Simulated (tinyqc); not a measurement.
Flattening the wire at fixed area: round or elliptic silicon nanowire with anisotropic valleys (Ritz method).

Wire along x = [110] on a (001) wafer, y = [-110], z = [001]. Valley groups (w = inverse masses): A, two valleys along z: w_y = 1/mt, w_z = 1/ml, m_x = mt; B, four valleys in the wafer plane: w_y = (1/ml + 1/mt)/2, w_z = 1/mt, m_x = (ml + mt)/2.

Hard wall on the ellipse (y/a)^2 + (z/b)^2 = 1, c = hbar^2/2m0. With u = y/a, v = z/b the operator is -c [(w_y/a^2) d2/du2 + (w_z/b^2) d2/dv2] on the unit disc. Basis (1 - u^2 - v^2) u^i v^j; S, X and Y are the disc integrals of f f', (df/du)(df'/du) and (df/dv)(df'/dv), from the integral of u^p v^q = 2 Gamma((p+1)/2) Gamma((q+1)/2)/((p + q + 2) Gamma((p+q+2)/2)) for even p, q; H = c (w_y X/a^2 + w_z Y/b^2).

Converged values use 21 functions of each parity class (e or o in u, then in v).

Constants: hbar^2/2m0 = 3.80998211 eV angstrom^2.

Parameters, chosen for this exercise (near those of a Si nanowire; the results hold for these values, not for the real material): ml = 0.902 m0 (longitudinal mass); mt = 0.192 m0 (transverse mass); asp = (0.4, 0.6, 0.8, 1, 1.3, 1.8, 2.5) (ratios a/b); area = 30.3 nm^2 (cross-section, kept fixed).

a = sqrt(area x ratio/pi), b = a/ratio, 1 nm^2 = 100 angstrom^2; lowest level of each group.

Levels (eV):
```
a/b  a (angstrom)  b (angstrom)       A       B
0.4          19.6          49.1  0.1434  0.1126
0.6          24.1          40.1  0.1021  0.0956
0.8          27.8          34.7  0.0822  0.0927
1.0          31.1          31.1  0.0710  0.0954
1.3          35.4          27.2  0.0618  0.1043
1.8          41.7          23.1  0.0558  0.1247
2.5          49.1          19.6  0.0554  0.1572
```

Each group is lowest where its stretched ellipse is a circle, at a/b = sqrt(w_y/w_z): 2.17 for A and 0.78 for B. The lowest group is B in the first row and A in the last, crossing between a/b = 0.6 and 0.8; B - A is -31 meV in the first row and +102 meV in the last.

Run: tinyqc, `OMP_NUM_THREADS=1 python tinyqc.py 1251049 1251050 out.jsonl`; Intel(R) Xeon(R) Processor @ 2.30GHz, one thread, shared host; about 0.07 s of CPU time with all checks.
